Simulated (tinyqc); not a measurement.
Spin curve: spin coating of a resist or spin-on film: centrifugal thinning, evaporation and the final thickness (Emslie and Meyerhofer models). Computed by tinyqc, a small Python program. Command: `OMP_NUM_THREADS=1 python tinyqc.py 3111514 3111515 out.jsonl spincoat walk`. One thread of a shared host (Intel(R) Xeon(R) Processor @ 2.30GHz), about 0.08 s of CPU time with the checks.

A Newtonian film stays uniform over the wafer; solvent and solids have the same density and the concentration is uniform through the thickness.

Inputs (values chosen for the exercise, of the order of those of a polymer resist in an ester solvent):

| quantity | value | unit |
|---|---|---|
| solids volume fraction c0 | 0.17 | - |
| kinematic viscosity of the solvent nu_s | 1 | mm^2/s |
| viscosity constant k | 530 | mm^2/s |
| viscosity exponent gamma | 3.5 | - |
| spin speed f | 1500 | rpm |
| evaporation rate at 1000 rpm e0 | 0.38 | micrometre/s |
| starting thickness h0 | 200 | micrometre |
| wafer radius R | 50 | mm |

Method:
- omega = 2 pi f/60; nu(c) = nu_s + k c^gamma; evaporation rate e = e0 sqrt(f/1000 rpm).
- Flow constant K = 2 omega^2/(3 nu(c0)); Reynolds number of the air omega R^2/nu_air with nu_air = 15 mm^2/s.
- Meyerhofer estimate: flow rules until (1 - c0) K h^3 = e, then evaporation alone: h_w = (e/((1 - c0) K))^(1/3), dry film c0 h_w.
- Full model for solids s and liquid l per area, h = s + l, c = s/h: ds/dt = -c Q, dl/dt = -(1 - c) Q - e, Q = 2 omega^2 h^3/(3 nu(c)); integrated adaptively (relative tolerance 1e-9) until l = 0.

dry film, estimate = 702.898 nm

Dry film against speed:

| f (rpm) | full model (nm) | estimate (nm) | time to dry (s) |
|---|---|---|---|
| 500 | 1381.8 | 1217.5 | 28.816 |
| 1000 | 977.1 | 860.9 | 14.411 |
| 1500 | 797.8 | 702.9 | 9.608 |
| 2000 | 690.9 | 608.7 | 7.207 |
| 3000 | 564.1 | 497.0 | 4.805 |
| 4000 | 488.5 | 430.4 | 3.604 |
| 6000 | 398.9 | 351.4 | 2.402 |

What does the comparison show, and why?

The full thickness goes as f^-0.500; the estimate as (e/omega^2)^(1/3) = f^(-1/2). The time to dry goes as f^-1.00. A thickness window of 1 % allows a speed error of about 2 %.
